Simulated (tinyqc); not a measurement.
What moves the results: deformation-potential model of the L valleys of a conduction band. A value that a table varies takes the place of the one given here.

Valleys with axes along [111], [1-1-1], [-11-1] and [-1-11], one whole valley each. Herring-Vogt shift of a valley with unit axis a: dE = Xd tr(e) + Xu a.e.a. Non-degenerate shares n_i = exp(-dE_i/kT)/sum_j exp(-dE_j/kT). Inverse mass tensor of a valley: (1 - a a)/mt + a a/ml; the masses are taken as independent of strain.

s11 = (C11 + C12)/((C11 - C12)(C11 + 2 C12)), s12 = -C12/((C11 - C12)(C11 + 2 C12)), s44 = 1/C44; exx = s11 sxx + s12 (syy + szz) and cyclic, exy = s44 sxy/2; tension is positive. A uniaxial stress X along the unit vector n is s_ij = X n_i n_j.

Constants: kB = 8.617333262e-05 eV/K.

Parameters, chosen for this exercise (near those of Ge; not measured data): ml = 1.526 m0 (longitudinal mass); mt = 0.084 m0 (transverse mass); Xd = -7.07 eV (dilation potential); Xu = 16.62 eV (uniaxial potential); C11 = 125.6 GPa; C12 = 49.4 GPa; C44 = 65.5 GPa; load = uniaxial [110] (kind of stress); T = 400 K (temperature); X1 = 0.5 GPa (size of the stress); X = 1.34 GPa (stress).

## Sweep of a uniaxial [110] stress

m_c = 1/(u.M.u) along [110] with M = sum_i n_i (inverse mass tensor); gain against zero stress at a fixed scattering time.

Results:
```
X (GPa)  spread (meV)  lowest edge (meV)  n [111]  n [1-1-1]  n [-11-1]  n [-1-11]  m_c (m0)  gain (%)
-2.00           169.2              -70.9    0.496      0.004      0.004      0.496    0.2242     -45.3
-1.00            84.6              -35.5    0.460      0.040      0.040      0.460    0.2000     -38.7
-0.40            33.8              -14.2    0.364      0.136      0.136      0.364    0.1551     -20.9
0.00              0.0                0.0    0.250      0.250      0.250      0.250    0.1226       0.0
0.40             33.8              -19.6    0.136      0.364      0.364      0.136    0.1014      20.9
1.00             84.6              -49.1    0.040      0.460      0.460      0.040    0.0884      38.7
2.00            169.2              -98.2    0.004      0.496      0.496      0.004    0.0844      45.3
```

Along [110] the gain is -45.3 % at -2.00 GPa and +45.3 % at 2.00 GPa. The slope at zero stress (from +/- 0.001 GPa), +56.4 % per GPa, carried to the ends would give -113 and +113 %; the response falls behind at both ends, as it saturates once the spread passes a few kT (kT = 34.5 meV, spread up to 169 meV).

## Gain for each load and current direction

Each load has the size X1. Gain m_c(0)/m_c - 1 in per cent from repopulation alone, m_c = 1/(u.M.u), M = sum_i n_i (inverse mass tensor); biaxial means sxx = syy.

Gain (%); + is tension, - compression:
```
load                [100]  [010]  [001]  [110]  [1-10]  [111]
uniaxial [110] (+)    0.0    0.0    0.0   25.1   -25.1   16.8
uniaxial [110] (-)    0.0    0.0    0.0  -25.1    25.1  -16.8
uniaxial [100] (+)    0.0    0.0    0.0    0.0     0.0    0.0
uniaxial [100] (-)    0.0    0.0    0.0    0.0     0.0    0.0
uniaxial [111] (+)    0.0    0.0    0.0   11.6   -11.6   23.2
uniaxial [111] (-)    0.0    0.0    0.0  -23.4    23.4  -46.7
biaxial (001) (+)     0.0    0.0    0.0    0.0     0.0    0.0
biaxial (001) (-)     0.0    0.0    0.0    0.0     0.0    0.0
```

The largest gain is +25.1 %, for uniaxial [110] (+) with the current along [110] and uniaxial [110] (-) with the current along [1-10]; for a [110] channel it is +25.1 %, under uniaxial [110] (+). No gain or loss appears under biaxial (001) and uniaxial [100]: the valleys stay equivalent.

## Temperature and repopulation

The load is fixed; m_c along [110] as 1/(u.M.u).

Results:
```
T (K)  kT (meV)  n [111]  n [1-1-1]  n [-11-1]  n [-1-11]  m_c (m0)
50         4.31    0.000      0.500      0.500      0.000    0.0840
77         6.64    0.000      0.500      0.500      0.000    0.0840
150       12.93    0.000      0.500      0.500      0.000    0.0840
225       19.39    0.001      0.499      0.499      0.001    0.0842
300       25.85    0.006      0.494      0.494      0.006    0.0847
400       34.47    0.018      0.482      0.482      0.018    0.0859
500       43.09    0.034      0.466      0.466      0.034    0.0877
```

The largest share falls from 0.500 at 50 K to 0.466 at 500 K (equal shares: 0.250); m_c goes from 0.0840 to 0.0877, against 0.1226 without stress. Only spread/kT enters, so the small-stress response goes as 1/T.

## What each parameter does

Spread of the valley edges, lowest edge, largest share and m_c along [110]. Each row changes one parameter from the base and keeps the others.

Results:
```
case              spread (meV)  lowest edge (meV)  largest share  m_c (m0)
base                    113.34             -65.81         0.4820    0.0859
ml = 1.831 m0           113.34             -65.81         0.4820    0.0860
mt = 0.101 m0           113.34             -65.81         0.4820    0.1033
Xd = -8.484 eV          113.34             -74.25         0.4820    0.0859
Xu = 13.296 eV           90.67             -61.09         0.4664    0.0877
C11 = 100.48 GPa        113.34             -66.96         0.4820    0.0859
C12 = 59.28 GPa         113.34             -65.07         0.4820    0.0859
C44 = 78.6 GPa           94.45             -56.36         0.4697    0.0873
X = 1.608 GPa           136.00             -78.97         0.4905    0.0850
T = 480 K               113.34             -65.81         0.4697    0.0873
```

The largest shifts from the base row, up to three for each result and ties (the steps differ in size, so this ranks the rows, not the parameters). spread (meV): Xu -22.67, X +22.67, C44 -18.89; unchanged at the printed digits by ml, mt, Xd, C11, C12 and T. lowest edge (meV): X -13.16, C44 +9.44, Xd -8.44; unchanged at the printed digits by ml, mt and T. largest share: Xu -0.0156, C44 -0.0123, T -0.0123; unchanged at the printed digits by ml, mt, Xd, C11 and C12. m_c (m0): mt +0.0174, Xu +0.0018, T +0.0014, C44 +0.0014; unchanged at the printed digits by Xd, C11 and C12. Xd moves all valleys together, so it shifts the edge and nothing else.

tinyqc: `OMP_NUM_THREADS=1 python tinyqc.py 1051201 1051202 out.jsonl`; about 0.02 s, one thread, shared Intel(R) Xeon(R) Processor @ 2.30GHz.
